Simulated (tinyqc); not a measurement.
## Vertical double-diffused power MOSFET, components of the on-resistance: On-resistance against the temperature

Stripe cells of pitch Wp + a, two channels a cell. Current flows through the channels, spreads in the accumulation layer, passes the gap between the p bodies and spreads at 45 degrees into the drift layer below them. Low drain voltage, full ionisation.

Triangular field at breakdown with Ec = Kc N^(1/8): BV = eps0 eps_r Ec^2/(2 q N), so N = (eps0 eps_r Kc^2/(2 q BV))^(4/3); W = 2 BV/Ec; mu = mud (T/300 K)^(-bt); rho = 1/(q mu N); ideal resistance rho W. Pitch p = Wp + a, Cox = 3.9 eps0/tox; zero-bias depletion in the gap w0 = sqrt(2 eps0 eps_r Vbi/(q N Nj)), open gap g = a - 2 w0; R_ch = Lc p/(2 mch Cox Vov); R_acc = 0.6 a p/(4 mac Cox Vov), 0.6 being an empirical factor for current leaving the layer along its length; R_gap = (rho/Nj) xp p/g; spreading depth t = min(W, (p - g)/2); R_drift = (rho p/2) ln((g + 2 t)/g) + rho (W - t); R_on = the sum with Rs.

Parameters, values chosen for the exercise; bulk values close to those of 4H silicon carbide: relative permittivity eps_r = 9.68; critical-field constant Kc = 23600 V/cm per (cm^-3)^(1/8); rated breakdown voltage of the drift layer BV = 900 V; drift mobility at 300 K mud = 790 cm^2/(V s); temperature exponent of the drift mobility bt = 2.2; gate oxide thickness (eps_r 3.9) tox = 58 nm; gate overdrive Vov = 4 V; channel mobility mch = 35 cm^2/(V s); accumulation-layer mobility mac = 85 cm^2/(V s); channel length Lc = 0.7 um; width of the p body in one cell, channels included Wp = 3.6 um; gap between neighbouring p bodies a = 1.7 um; depth of the p body xp = 1 um; doping of the gap over the drift doping Nj = 3; built-in voltage of the body junction Vbi = 2.92 V; substrate and contact resistance Rs = 0.13 mohm cm^2.

Constants: q = 1.602176634e-19 C, eps0 = 8.8541878128e-14 F/cm where lengths are in cm. Results are converted to the units shown.

The same in every row: R_ch (mohm cm^2) = 2.2255; R_acc (mohm cm^2) = 0.66765.

On-resistance against the temperature:
```
T (K)	R_gap (mohm cm^2)	R_drift (mohm cm^2)	R_on (mohm cm^2)	ideal (mohm cm^2)	largest term
250	0.038531	0.23867	3.3004	0.18946	channel
290	0.053409	0.33084	3.4074	0.26262	channel
330	0.070970	0.43961	3.5337	0.34897	channel
370	0.091282	0.56543	3.6799	0.44885	channel
410	0.11441	0.70870	3.8463	0.56258	channel
450	0.14041	0.86977	4.0334	0.69044	channel
490	0.16935	1.0490	4.2415	0.83270	channel
```

R_on rises from 3.30 to 4.24 mohm cm^2. The channel term is the largest at T = 250 and in all other rows. R_on is 17.4 times the ideal drift resistance in the first row and 5.09 times in the last. Only the drift mobility depends on T in this model.

Numbers from tinyqc (`OMP_NUM_THREADS=1 python tinyqc.py 2230016 2230017 out.jsonl`; about 0.01 s on one thread of a shared Intel Xeon 2.30GHz).
